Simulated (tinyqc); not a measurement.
Inside a calculation. Model: thin-film transistor with exponential tail and deep states, accumulation layer.

tinyqc, about 0.03 s, one thread, Intel Xeon 2.30GHz (shared host): `OMP_NUM_THREADS=1 python tinyqc.py 2610142 2610143 out.jsonl` Printed values are rounded.

An undoped film in accumulation, thicker than the space-charge layer. With band bending psi the Fermi level lies E0 - psi below the band edge. Free electrons n = n0 exp(psi/Vt) carry the current; electrons in two exponential distributions of traps, a = a0 exp(psi/Va) and d = d0 exp(psi/Vp), do not. Linear regime, ohmic contacts, traps in equilibrium.

Values chosen for this exercise; values close to those of an organic semiconductor:
- T = 290 K (temperature)
- eps_r = 3.2 (relative permittivity of the semiconductor)
- Nc = 1.1e20 cm^-3 (density of extended states)
- mb = 3.7 cm^2/(V s) (band mobility)
- Nt = 1.1e20 cm^-3 (total density of tail states)
- Tt = 390 K (characteristic temperature of the tail)
- Nd = 2.6e17 cm^-3 (total density of deep states)
- Td = 910 K (characteristic temperature of the deep states)
- E0 = 0.52 eV (bulk Fermi level below the band edge)
- Ci = 35 nF/cm^2 (gate capacitance)
- WL = 10 (ratio W/L)
- Vd = 0.1 V (drain voltage)
- Vg = 11 V (gate voltage above flat band)

Constants: q = 1.602176634e-19 C, kB = 1.380649e-23 J/K, Vt = kB T/q, eps0 = 8.8541878128e-14 F/cm where lengths are in cm. Results are converted to the units shown.

Range of the model: The th form assumes a Fermi level far below the band edge; at the surface it overcounts the filled tail by a factor of about 1.7.

## Bulk densities

Va = kB Tt/q, Vp = kB Td/q; n0 = Nc exp(-E0/Vt), a0 = Nt th(T/Tt) exp(-E0/Va), d0 = Nd th(T/Td) exp(-E0/Vp), th(x) = pi x/sin(pi x).

Va = 0.0336076 V
Vp = 0.0784177 V
th(T/Tt) = 3.23911
n0 = 1.01053e11 cm^-3
a0 = 6.79383e13 cm^-3
d0 = 4.07608e14 cm^-3

## Iteration 1: surface potential by Newton steps

psi at the start = 0.42 V

Va = kB Tt/q, Vp = kB Td/q. G(psi) = sum over the three kinds of c0 [V (exp(psi/V) - 1) - psi], field F = sqrt(2 q G/(eps0 eps_r)); Vg = psi + eps0 eps_r F/Ci at the surface. f = psi + eps0 eps_r F/Ci - Vg, f' = 1 + q rho/(Ci F) with rho = sum c0 (exp(psi/V) - 1); psi(new) = psi - f/f'.

F = 869.021 kV/cm
f = -3.54505 V
f' = 107.808
psi after iteration 1 = 0.452883 V

## Iteration 2: surface potential by Newton steps

As before.

F = 1435.77 kV/cm
f = 1.07585 V
f' = 179.516
psi after iteration 2 = 0.446890 V

## Course of the iteration: surface potential by Newton steps

Stop when psi changes by less than 1e-10 V, or after 30 iterations. psi must stay between 0 and 5 V.

Course of the iteration:

| iteration | psi (V) | \|change\| (V) |
|---|---|---|
| 1 | 0.452883 | 0.0329 |
| 2 | 0.446890 | 5.99e-3 |
| 3 | 0.446591 | 2.99e-4 |
| 4 | 0.446591 | 6.98e-7 |
| 5 | 0.446591 | 3.80e-12 |

Converged in 5 iterations. At the end the number of correct digits about doubles with each step.

## Free and total charge, current

psi_s = 0.446591 V

Va = kB Tt/q, Vp = kB Td/q. G(psi) = sum over the three kinds of c0 [V (exp(psi/V) - 1) - psi], field F = sqrt(2 q G/(eps0 eps_r)); Vg = psi + eps0 eps_r F/Ci at the surface. Total charge Q = Ci (Vg - psi_s); free charge Qf = q times the integral of n0 (exp(psi/Vt) - 1)/F over psi from 0 to psi_s; I = (W/L) mb Qf Vd; effective mobility mb Qf/Q.

surface densities (cm^-3): free 5.82967e18, tail 4.01038e19, deep 1.21216e17
Q = 369.369 nC/cm^2
Qf = 28.7631 nC/cm^2
effective mobility = 0.288122 cm^2/(V s)
I = 106.423 nA

7.79 % of the induced charge is free, against 12.7 % of the electrons right at the surface.
